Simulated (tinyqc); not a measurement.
Worked calculation: sp3 tight binding, zinc-blende lattice. Computed by tinyqc, a small Python program that keeps every step. Command: `OMP_NUM_THREADS=1 python tinyqc.py 30410 30411 out.jsonl` (the two numbers bound the seeds that draw the settings). One thread of a shared host (Intel(R) Xeon(R) Processor @ 2.60GHz), about 0.01 s of CPU time with the checks.

## Bloch Hamiltonian at k

Parameters chosen for this model: zinc-blende lattice, anion at 0, cation at a/4 (1,1,1); V = eta hbar^2 / (m d^2), hbar^2/m = 7.619964 eV angstrom^2:
```
parameter          value      unit
a               5.180000  angstrom
d               2.243006  angstrom
Es anion      -17.200000        eV
Ep anion       -7.370000        eV
Es cation     -10.350000        eV
Ep cation      -3.790000        eV
eta ss         -1.510000
eta sp          1.380000
eta pp sigma    3.050000
eta pp pi      -0.830000
V ss           -2.287015        eV
V sp            2.090120        eV
V pp sigma      4.619468        eV
V pp pi        -1.257101        eV
```

k point k (2 pi / a): 0.75000  -0.39000  0.35000

Slater-Koster rules over the four bonds with direction cosines (l, m, n): ss V_ss; s-px l V_sp; px-s -l V_sp; px-px l^2 V_pps + (1 - l^2) V_ppp; px-py l m (V_pps - V_ppp); each times exp(i k.d).

H(k) at k (eV):
```
                    a s               a px              a py               a pz
a s           -17.20000            0.00000           0.00000            0.00000
a px            0.00000           -7.37000           0.00000            0.00000
a py            0.00000            0.00000          -7.37000            0.00000
a pz            0.00000            0.00000           0.00000           -7.37000
c s   -2.44212+2.53923i  -0.55497+3.11089i  1.90636-0.90562i  -2.18637+0.78964i
c px   0.55497-3.11089i   0.74935-0.77914i  3.54908-1.28180i  -3.09454+1.47008i
c py  -1.90636+0.90562i   3.54908-1.28180i  0.74935-0.77914i   0.90086-5.04983i
c pz   2.18637-0.78964i  -3.09454+1.47008i  0.90086-5.04983i   0.74935-0.77914i

                    c s               c px               c py               c pz
a s   -2.44212-2.53923i   0.55497+3.11089i  -1.90636-0.90562i   2.18637+0.78964i
a px  -0.55497-3.11089i   0.74935+0.77914i   3.54908+1.28180i  -3.09454-1.47008i
a py   1.90636+0.90562i   3.54908+1.28180i   0.74935+0.77914i   0.90086+5.04983i
a pz  -2.18637-0.78964i  -3.09454-1.47008i   0.90086+5.04983i   0.74935+0.77914i
c s           -10.35000            0.00000            0.00000            0.00000
c px            0.00000           -3.79000            0.00000            0.00000
c py            0.00000            0.00000           -3.79000            0.00000
c pz            0.00000            0.00000            0.00000           -3.79000
```

## Levels at k

Diagonalise the Hermitian matrix.

eigenvalues (eV): -19.80148  -14.57709  -12.28562  -11.91429  -4.92209  -0.81943  0.75565  2.53435

weights |c|^2 of the basis functions:
```
       band 1   band 2   band 3   band 4   band 5   band 6   band 7   band 8
a s   0.80907  0.01470  0.03296  0.00002  0.11182  0.02653  0.00002  0.00488
a px  0.00235  0.14261  0.36069  0.00262  0.18749  0.18654  0.00257  0.11512
a py  0.00058  0.18290  0.07012  0.34377  0.04164  0.02912  0.19531  0.13656
a pz  0.00096  0.17607  0.11098  0.29469  0.06521  0.05816  0.16083  0.13308
c s   0.12828  0.25025  0.16942  0.00040  0.42160  0.02287  0.00003  0.00715
c px  0.02706  0.07358  0.13774  0.00224  0.11012  0.46446  0.00465  0.18014
c py  0.01474  0.08042  0.05914  0.18681  0.02483  0.07085  0.34890  0.21431
c pz  0.01695  0.07947  0.05893  0.16945  0.03728  0.14147  0.28769  0.20875
```

## Bloch Hamiltonian at L

k point L (2 pi / a): 0.50000  0.50000  0.50000

As before.

H(k) at L (eV):
```
                    a s               a px               a py               a pz
a s           -17.20000            0.00000            0.00000            0.00000
a px            0.00000           -7.37000            0.00000            0.00000
a py            0.00000            0.00000           -7.37000            0.00000
a pz            0.00000            0.00000            0.00000           -7.37000
c s   -3.23433-3.23433i   1.70658+1.70658i   1.70658+1.70658i   1.70658+1.70658i
c px  -1.70658-1.70658i   0.99243+0.99243i  -2.77024-2.77024i  -2.77024-2.77024i
c py  -1.70658-1.70658i  -2.77024-2.77024i   0.99243+0.99243i  -2.77024-2.77024i
c pz  -1.70658-1.70658i  -2.77024-2.77024i  -2.77024-2.77024i   0.99243+0.99243i

                    c s               c px               c py               c pz
a s   -3.23433+3.23433i  -1.70658+1.70658i  -1.70658+1.70658i  -1.70658+1.70658i
a px   1.70658-1.70658i   0.99243-0.99243i  -2.77024+2.77024i  -2.77024+2.77024i
a py   1.70658-1.70658i  -2.77024+2.77024i   0.99243-0.99243i  -2.77024+2.77024i
a pz   1.70658-1.70658i  -2.77024+2.77024i  -2.77024+2.77024i   0.99243-0.99243i
c s           -10.35000            0.00000            0.00000            0.00000
c px            0.00000           -3.79000            0.00000            0.00000
c py            0.00000            0.00000           -3.79000            0.00000
c pz            0.00000            0.00000            0.00000           -3.79000
```

## Levels at L

As before.

eigenvalues (eV): -20.35540  -14.72978  -11.19422  -11.19422  -5.57041  0.03422  0.03422  1.94559

## Bands along a path

The same steps at evenly spaced points between the labelled ones.

Bands along the path (eV):
```
k            band 1     band 2     band 3     band 4    band 5    band 6    band 7    band 8
L         -20.35540  -14.72978  -11.19422  -11.19422  -5.57041   0.03422   0.03422   1.94559
L-G 0.25  -21.00204  -13.89939  -10.92104  -10.92104  -5.29034  -0.23896  -0.23896   1.48177
L-G 0.50  -22.21421  -12.05336  -10.19535  -10.19535  -4.65307  -0.96465  -0.96465   0.21064
L-G 0.75  -23.18374  -10.00324   -9.33183   -9.33183  -4.10975  -1.82817  -1.82817  -1.41327
G         -23.54320   -8.90918   -8.90918   -8.90918  -4.00680  -2.25082  -2.25082  -2.25082
G-X 0.25  -23.06057   -9.92977   -9.92977   -9.43501  -3.96936  -2.24506  -1.23023  -1.23023
G-X 0.50  -21.71755  -11.73148  -11.73148  -10.86253  -3.89379  -2.23613   0.57148   0.57148
G-X 0.75  -19.89226  -13.11399  -13.11399  -12.75311  -3.83157  -2.23307   1.95399   1.95399
X         -18.75673  -13.91166  -13.61729  -13.61729  -3.80834  -2.23327   2.45729   2.45729
X-W 0.25  -18.75673  -13.91166  -13.61729  -13.61729  -3.80834  -2.23327   2.45729   2.45729
X-W 0.50  -18.75673  -13.91166  -13.61729  -13.61729  -3.80834  -2.23327   2.45729   2.45729
X-W 0.75  -18.75673  -13.91166  -13.61729  -13.61729  -3.80834  -2.23327   2.45729   2.45729
W         -18.75673  -13.91166  -13.61729  -13.61729  -3.80834  -2.23327   2.45729   2.45729
```

With 4 band(s) filled, the highest filled level on these points lies at G and the lowest empty one at L: a gap of 3.3388 eV, indirect.
